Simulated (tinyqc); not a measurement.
## Doping from resistivity

Problem. A uniform, uncompensated and fully ionised sample has rho = 1/(q N mu), mu = m1 + (m2 (T/300 K)^(-bt) - m1)/(1 + (N/Nr)^am). Find N, mu and the diffusion coefficient mu Vt.

Parameters, values chosen for the exercise:
- T = 400 K (temperature)
- m1 = 3.01 cm^2/(V s) (mobility limit at high doping)
- m2 = 174 cm^2/(V s) (mobility limit at low doping, at 300 K)
- Nr = 3.03e17 cm^-3 (reference doping of the mobility law)
- am = 0.611 (exponent of the mobility law)
- bt = 1.9 (temperature exponent of m2)

Constants: q = 1.602176634e-19 C, kB = 1.380649e-23 J/K, Vt = kB T/q. Results are converted to the units shown.

resistivity = 0.74751933 ohm cm

Answer. With am below 1 the product N mu rises steadily with N, so one doping matches; it is found by iterating N = 1/(q rho mu(N)).

N = 1.300e17 cm^-3
mu = 64.23 cm^2/(V s)
diffusion coefficient = 2.214 cm^2/s

Numbers from tinyqc (`OMP_NUM_THREADS=1 python tinyqc.py 2110011 2110012 out.jsonl`; about 0.01 s on one thread of a shared Intel Xeon 2.30GHz).
